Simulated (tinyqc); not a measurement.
Finite square well with mass mismatch (envelope functions): sweeps and comparisons. A value that a table varies takes the place of the one given here.

A square well of width L and depth V0, mass mw inside and mb outside, energies from the bottom of the well, c = hbar^2/2m0. k = sqrt(mw E/c), kappa = sqrt(mb (V0 - E)/c). psi and psi'/m are continuous at the walls (BenDaniel-Duke), so level n solves k L + 2 atan[(k/mw)/(kappa/mb)] = n pi.

Non-parabolic bands: mw is replaced by mw (1 + alpha_w E) and mb by mb (1 - alpha_b (V0 - E)), in k, kappa and the matching condition alike.

Constants: hbar^2/2m0 = 3.80998211 eV angstrom^2.

Values chosen for the exercise (near those of a GaAs well in AlGaAs; shifted at random, so the results belong to these values and not to a real crystal):

| symbol | value | unit | meaning |
|---|---|---|---|
| V0 | 0.162 | eV | barrier height |
| mw | 0.0662 | m0 | mass in the well |
| mb | 0.0836 | m0 | mass in the barrier |
| Ls | (30, 44, 67, 100, 150, 225, 337) | angstrom | widths |
| L | 134 | angstrom | well width |
| alpha_w | 0.64 | 1/eV | non-parabolicity in the well |
| alpha_b | 0.68 | 1/eV | non-parabolicity in the barrier |

## Width of the well

Levels against L, beside the infinite well E1(hard) = c (pi/L)^2/mw; Pb is the probability of level 1 in the barriers; a dash marks an unbound level.

Levels:

| L (angstrom) | bound levels | E1 (eV) | E2 (eV) | E1(hard) (eV) | Pb |
|---|---|---|---|---|---|
| 30 | 1 | 0.0985 | - | 0.6311 | 0.401 |
| 44 | 1 | 0.0724 | - | 0.2934 | 0.240 |
| 67 | 2 | 0.0465 | 0.1560 | 0.1265 | 0.118 |
| 100 | 2 | 0.0278 | 0.1059 | 0.0568 | 0.053 |
| 150 | 3 | 0.0153 | 0.0603 | 0.0252 | 0.021 |
| 225 | 4 | 0.0079 | 0.0316 | 0.0112 | 0.008 |
| 337 | 6 | 0.0039 | 0.0158 | 0.0050 | 0.003 |

What does this show, and why?

The infinite well overestimates E1 by a factor 6.41 at 30 angstrom and 1.27 at 337 angstrom. The local exponent d ln E1/d ln L goes from -0.80 (first two rows) to -1.73 (last two), towards the -2 of hard walls, as Pb falls from 0.401 to 0.003. E2 - E1 is largest at 67 angstrom of the widths listed.

## Levels of description

The same well five ways. mb = mw: the barrier takes the mass of the well. psi' continuous: kappa holds mb but the condition drops the masses, k L + 2 atan(k/kappa) = n pi. The last column is measured against BenDaniel-Duke.

Levels (eV):

| model | E1 | E2 | E3 | E1 - E1(BDD) (meV) |
|---|---|---|---|---|
| infinite walls | 0.0316 | 0.1265 | 0.2847 | 13.5 |
| mb = mw | 0.0191 | 0.0739 | 0.1499 | 0.9 |
| BenDaniel-Duke | 0.0182 | 0.0713 | 0.1485 | 0.0 |
| psi' continuous | 0.0200 | 0.0765 | 0.1512 | 1.8 |
| non-parabolic | 0.0185 | 0.0702 | 0.1422 | 0.3 |

How do the results move?

Hard walls put E1 13.5 meV too high. Ignoring the mass step moves it by +0.9 meV and the wrong matching by +1.8 meV: with mb/mw = 1.26, continuity of psi'/m lets the slope outside be 1.26 times the slope inside, which acts like a softer wall. Non-parabolicity shifts E1 by +0.3 meV, the balance of a heavier mass in the well, which lowers it, and a lighter mass deep in the barrier, which hardens the wall. Among the finite wells the largest departure in E1 is that of the model 'psi' continuous'.

## What each parameter does

Parabolic bands. Pb is the probability of level 1 in the barriers, (A^2/kappa)/(A^2/kappa + L/2 + sin(kL)/(2k)) with A = cos(kL/2). Each row changes one parameter from the base and keeps the others.

Results:

| case | E1 (eV) | bound levels | Pb | V0 - E1 (eV) |
|---|---|---|---|---|
| base | 0.0182 | 3 | 0.0276 | 0.1438 |
| L = 147 angstrom | 0.0158 | 3 | 0.0222 | 0.1462 |
| V0 = 0.186 eV | 0.0188 | 3 | 0.0235 | 0.1672 |
| mw = 0.0728 m0 | 0.0173 | 3 | 0.0245 | 0.1447 |
| mb = 0.1045 m0 | 0.0173 | 3 | 0.0278 | 0.1447 |

How do the results move?

The largest shifts from the base row, up to three for each result and ties (the steps differ in size, so this ranks the rows, not the parameters). E1 (eV): L -0.0024, mw -0.0009, mb -0.0009. bound levels: unchanged at the printed digits by L, V0, mw and mb. Pb: L -0.0053, V0 -0.0041, mw -0.0030. V0 - E1 (eV): V0 +0.0234, L +0.0024, mw +0.0009, mb +0.0009.

Computed by tinyqc, a small Python program: `OMP_NUM_THREADS=1 python tinyqc.py 1251577 1251578 out.jsonl` (the numbers bound the seed that draws the inputs); one thread of a shared host (Intel(R) Xeon(R) Processor @ 2.30GHz), about 0.01 s for the whole set of steps.
